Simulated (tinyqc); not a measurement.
Leakage against temperature: trap-assisted generation and recombination current of an abrupt junction. Computed by tinyqc, a small Python program. Command: `OMP_NUM_THREADS=1 python tinyqc.py 3005149 3005150 out.jsonl junctionleak walk`. One thread of a shared host (Intel(R) Xeon(R) Processor @ 2.30GHz), about 0.01 s of CPU time with the checks.

Depletion approximation, flat quasi-Fermi levels across the depleted layer, long neutral regions with minority lifetimes tau_n and tau_p, full ionisation and Boltzmann statistics. Voltages in exponents stand for e V.

Inputs (values chosen for the exercise, with bands and screening modelled on GaAs):

| quantity | value | unit |
|---|---|---|
| gap E_g | 1.42 | eV |
| electron mass m_e | 0.066 | m_0 |
| valleys M_c | 1 | - |
| hole mass m_h | 0.529 | m_0 |
| dielectric constant eps | 12.8 | - |
| acceptor density N_A | 1.8e+16 | cm^-3 |
| donor density N_D | 6.9e+17 | cm^-3 |
| capture time tau_n | 5.4e-06 | s |
| capture time tau_p | 3.6e-07 | s |
| trap level E_t - E_i | 0 | eV |
| electron diffusion coefficient D_n | 30 | cm^2/s |
| hole diffusion coefficient D_p | 1.4 | cm^2/s |
| reverse bias V_r | 6 | V |
| temperature T | 350 | K |
| tunnelling mass m_t | 0.16 | m_0 |

Field enhancement: Hurkx tunnelling factor.

Constants: k_B = 8.617333262e-05 eV/K; m_0 = 9.1093837015e-31 kg; k_B = 1.380649e-23 J/K; h = 6.62607015e-34 J s; e = 1.602176634e-19 C; eps_0 = 8.8541878128e-12 F/m; hbar = 1.054571817e-34 J s.

Method:
- N_c = 2 M_c (2 pi m_e k_B T/h^2)^(3/2) and N_v = 2 (2 pi m_h k_B T/h^2)^(3/2), masses in units of m_0.
- n_i = sqrt(N_c N_v) exp(-E_g/2 k_B T); V_bi = (k_B T/e) ln(N_A N_D/n_i^2); diffusion saturation current J_d0 = e n_i^2 [sqrt(D_n/tau_n)/N_A + sqrt(D_p/tau_p)/N_D].
- W = sqrt(2 eps eps_0 (V_bi - V)(1/N_A + 1/N_D)/e), x_p = W N_D/(N_A + N_D), x_n = W - x_p, peak field F_m = 2 (V_bi - V)/W; reverse bias means V = -V_r.
- Both capture times are divided by 1 + Gamma, Gamma = 2 sqrt(3 pi) (F/F_G) exp((F/F_G)^2), F_G = sqrt(24 m_t (k_B T)^3)/(e hbar) (the low-field Hurkx form), F being the local field, linear in x from 0 at the edges to F_m.
- Potential from the p edge: phi = (V_bi - V) x^2/(x_p W) on the p side and (V_bi - V)[1 - (W - x)^2/(x_n W)] on the n side; p = N_A exp(-phi/k_B T), n = n_i^2 exp(V/k_B T)/p; U = (n p - n_i^2)/[tau_p (n + n_i exp(dE/k_B T)) + tau_n (p + n_i exp(-dE/k_B T))], dE = E_t - E_i, n1 = n_i exp(dE/k_B T), p1 = n_i exp(-dE/k_B T); J_t = e int U dx by the trapezoid rule on 400 intervals on each side.
- The gap, capture times and diffusion coefficients are held fixed. J_g = -J_t at V = -V_r. The last column is -k_B d ln(J_g + J_d0)/d(1/T) from this row and the one above.

peak field F_m = 189381 V/cm

Reverse current:

| T (K) | generation (A/cm^2) | diffusion (A/cm^2) | activation energy (eV) |
|---|---|---|---|
| 280 | 1.9767e-12 | 1.9772e-21 | - |
| 320 | 7.6870e-11 | 4.6227e-18 | 0.70662 |
| 350 | 7.0615e-10 | 4.9953e-16 | 0.71347 |
| 390 | 8.1510e-09 | 8.6435e-14 | 0.71931 |
| 440 | 9.4992e-08 | 1.5103e-11 | 0.72630 |
| 490 | 6.8430e-07 | 9.5274e-10 | 0.73418 |
| 560 | 6.1647e-06 | 9.5189e-08 | 0.74726 |

What does the comparison show, and why?

The activation energy goes from 0.707 to 0.747 eV. Generation alone gives about E_g/2 + dE if tau_p exp(dE/k_B T) exceeds tau_n exp(-dE/k_B T), else E_g/2 - dE, here 0.710 eV, plus 1.5 k_B T, less where tunnelling helps, and diffusion E_g = 1.42 eV plus 3 k_B T; generation rules in every row. Caution: one side is doped near or above its effective density of states, so Boltzmann statistics understate V_bi.

Extremes, crossings and ranges named in words are read from the listed rows.
